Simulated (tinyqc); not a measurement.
Landau-Devonshire theory of a uniaxial ferroelectric: one step, computed by the program tinyqc.

G(P) = (alpha/2) P^2 + (beta*/4) P^4 + (gamma/6) P^6 - E P per volume, SI units, one domain, P along the polar axis, which is normal to the film.

Task: A capacitor with imperfect screening. Between shorted electrodes with screening length lambda each, the depolarising field is -k P, k = 2 lambda/(eps_0 (d + 2 lambda eps_b)), so alpha turns into alpha + k. Ps^2 = [-beta* + sqrt(beta*^2 - 4 alpha gamma)]/(2 gamma). The polar state is the lowest uniform state while alpha + k < 0 (beta* > 0) or < 3 beta*^2/(16 gamma) (beta* < 0); setting the equality gives the critical thickness d_c.

Inputs (values chosen for the exercise, modelled on barium titanate):
```
quantity                        value  unit
Curie-Weiss temperature T0        381     K
temperature T                     368     K
film thickness d                  3.3    nm
screening length lambda        0.0083    nm
background permittivity eps_b       8     -
```

Sample: epitaxial film.

alpha = -4.385280e+08 J m/C^2

beta* = 5.087143e+08 J m^5/C^4

Constants: eps_0 = 8.8541878128e-12 F/m.

Give: depolarising coefficient k; polarisation of the film; size of the depolarising field; critical thickness d_c.

Result:

depolarising coefficient k = 5.461e+08 J m/C^2

polarisation of the film = 0 microcoulomb/cm^2

size of the depolarising field = 0 MV/m

critical thickness d_c = 4.142 nm

The film is thinner than d_c, so the uniform polar state is not the lowest one; a real film may break into domains or be non-polar. Caution: the strain shifts T0 by more than 500 K here, which is beyond the range where constant coefficients hold.
